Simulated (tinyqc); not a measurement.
# Junction field-effect transistor with two gates, gradual channel with velocity saturation: effects of single changes

A uniformly doped n-type channel, depleted from both sides by p+ gates; at channel potential V the depleted share of a is u = sqrt((Vbi - Vg + V)/Vp), s at the source. Electrons drift with v = mu E/(1 + mu E/vsat). Abrupt depletion edge, no series resistance, source at 0.

Inputs (values chosen for the exercise); material values close to those of indium phosphide: temperature T = 350 K; relative permittivity of the semiconductor eps_r = 12.3; conduction-band density of states at T Nc = 7.11e17 cm^-3; band gap Eg = 1.36 eV; valence-band density of states at T Nv = 1.39e19 cm^-3; donor density of the channel Nd = 2.9e17 cm^-3; half the channel thickness a = 110 nm; low-field mobility at this doping mu = 2200 cm^2/(V s); saturation velocity vsat = 1.3e7 cm/s; gate length L = 0.3 um; gate width W = 300 um; acceptor density of the gates Na = 1.6e18 cm^-3; gate voltage Vg = -0.4 V.

Constants: q = 1.602176634e-19 C, kB = 1.380649e-23 J/K, Vt = kB T/q, eps0 = 8.8541878128e-14 F/cm where lengths are in cm. Results are converted to the units shown.

Each table varies one quantity; the others keep the values above.

## Effect of the low-field mobility at this doping on saturation

ni = sqrt(Nc Nv) exp(-Eg/(2 Vt)), Eg in volts; Vbi = Vt ln(Na Nd/ni^2); Vp = q Nd a^2/(2 eps0 eps_r); G0 = 2 q mu Nd a W/L; Z = mu Vp/(vsat L); s = sqrt((Vbi - Vg)/Vp). I = (G0 Vp/3) F/(1 + Z (u^2 - s^2)), F = 3 (u^2 - s^2) - 2 (u^3 - s^3), with u at V = Vd; Z = 0 gives constant mobility, for which u stops at 1. The current peaks at u = um, the root of (1 - u)(1 + Z (u^2 - s^2)) = Z F/3; beyond Vdsat = Vp (um^2 - s^2) it is held at that value. gm = G0 (um - s)/(1 + Z (um^2 - s^2)).

Result of one run:

| mu (cm^2/(V s)) | Z | um | Vdsat (V) | Isat (mA) | Isat for Z = 0 (mA) | gm (mS) |
|---|---|---|---|---|---|---|
| 720 | 4.765 | 0.9328 | 0.5783 | 26.78 | 63.55 | 45.92 |

What becomes of these results when the low-field mobility at this doping mu is changed from 720 to 3200 cm^2/(V s), all else the same?

Result of the changed run:

| mu (cm^2/(V s)) | Z | um | Vdsat (V) | Isat (mA) | Isat for Z = 0 (mA) | gm (mS) |
|---|---|---|---|---|---|---|
| 3200 | 21.18 | 0.8848 | 0.3527 | 45.94 | 282.4 | 67.98 |

The whole series:

| mu (cm^2/(V s)) | Z | um | Vdsat (V) | Isat (mA) | Isat for Z = 0 (mA) | gm (mS) |
|---|---|---|---|---|---|---|
| 440 | 2.912 | 0.9482 | 0.6531 | 20.63 | 38.83 | 37.40 |
| 720 | 4.765 | 0.9328 | 0.5783 | 26.78 | 63.55 | 45.92 |
| 1200 | 7.942 | 0.9160 | 0.4978 | 33.50 | 105.9 | 54.34 |
| 2000 | 13.24 | 0.8993 | 0.4195 | 40.16 | 176.5 | 61.91 |
| 3200 | 21.18 | 0.8848 | 0.3527 | 45.94 | 282.4 | 67.98 |
| 5300 | 35.08 | 0.8706 | 0.2888 | 51.57 | 467.8 | 73.51 |
| 8800 | 58.24 | 0.8582 | 0.2335 | 56.51 | 776.7 | 78.10 |

As mu goes from 440 to 8800 cm^2/(V s), Vdsat falls from 0.653 to 0.233 V, Isat rises from 20.6 to 56.5 mA and gm rises from 37.4 to 78.1 mS. Isat is 0.531 of the constant-mobility value in the first row and 0.0728 in the last. In every row Nd is not small against Nc, so the Boltzmann form of Vbi is rough.

## Effect of the gate length on saturation

Same model as above.

Effect of the gate length on saturation:

| L (um) | Z | um | Vdsat (V) | Isat (mA) | Isat for Z = 0 (mA) | gm (mS) |
|---|---|---|---|---|---|---|
| 0.1 | 43.68 | 0.8650 | 0.2637 | 53.80 | 582.5 | 75.61 |
| 0.21 | 20.80 | 0.8853 | 0.3552 | 45.73 | 277.4 | 67.76 |
| 0.45 | 9.707 | 0.9093 | 0.4666 | 36.14 | 129.4 | 57.43 |
| 0.97 | 4.503 | 0.9347 | 0.5871 | 26.05 | 60.05 | 44.95 |
| 2.1 | 2.080 | 0.9578 | 0.7002 | 16.82 | 27.74 | 31.63 |
| 4.4 | 0.9927 | 0.9750 | 0.7858 | 9.979 | 13.24 | 20.15 |
| 9.4 | 0.4647 | 0.9866 | 0.8446 | 5.350 | 6.197 | 11.39 |
| 20 | 0.2184 | 0.9932 | 0.8784 | 2.707 | 2.913 | 5.946 |

What does the comparison show, and why?

As L goes from 0.1 to 20 um, Vdsat rises from 0.264 to 0.878 V, Isat falls from 53.8 to 2.71 mA and gm falls from 75.6 to 5.95 mS. Isat is 0.0924 of the constant-mobility value in the first row and 0.930 in the last. Isat goes as L^(-0.22) between the first two rows and as L^(-0.90) between the last two; constant mobility gives 1/L, and short gates gain less because the velocity is capped. For L = 0.1 to 0.21 um the gate is shorter than 2 a, outside the gradual-channel approximation. In every row Nd is not small against Nc, so the Boltzmann form of Vbi is rough.

## Effect of the donor density of the channel on saturation

Same model as above.

Results:

| Nd (cm^-3) | Z | um | Vdsat (V) | Isat (mA) | Isat for Z = 0 (mA) | gm (mS) |
|---|---|---|---|---|---|---|
| 2e17 | 10.04 | 0.9925 | 0.09678 | 2.075 | 3.364 | 27.87 |
| 2.6e17 | 13.05 | 0.9277 | 0.3271 | 25.85 | 96.76 | 56.40 |
| 3.6e17 | 18.07 | 0.8331 | 0.5497 | 82.59 | 560.1 | 75.06 |
| 6.5e17 | 32.63 | 0.6720 | 0.9201 | 293.1 | 4266 | 106.8 |
| 8.7e17 | 43.68 | 0.6019 | 1.105 | 476.1 | 9524 | 124.3 |

Estimate the missing row, Nd = 4.8e17 cm^-3.

Computed row:

| Nd (cm^-3) | Z | um | Vdsat (V) | Isat (mA) | Isat for Z = 0 (mA) | gm (mS) |
|---|---|---|---|---|---|---|
| 4.8e17 | 24.10 | 0.7517 | 0.7313 | 163.8 | 1658 | 90.12 |

With this row back in the table: As Nd goes from 2e17 to 8.7e17 cm^-3, Vdsat rises from 0.0968 to 1.10 V, Isat rises from 2.07 to 476 mA and gm rises from 27.9 to 124 mS. Isat is 0.617 of the constant-mobility value in the first row and 0.0500 in the last. For Nd = 2e17 to 2.6e17 cm^-3 the open channel at the source, (1 - s) a, is under two Debye lengths, so the abrupt edge is rough. For Nd = 2.6e17 to 8.7e17 cm^-3 Nd is not small against Nc, so the Boltzmann form of Vbi is rough.

Program tinyqc, `OMP_NUM_THREADS=1 python tinyqc.py 2500017 2500018 out.jsonl`; Intel Xeon 2.30GHz, shared host, one thread, about 0.06 s.
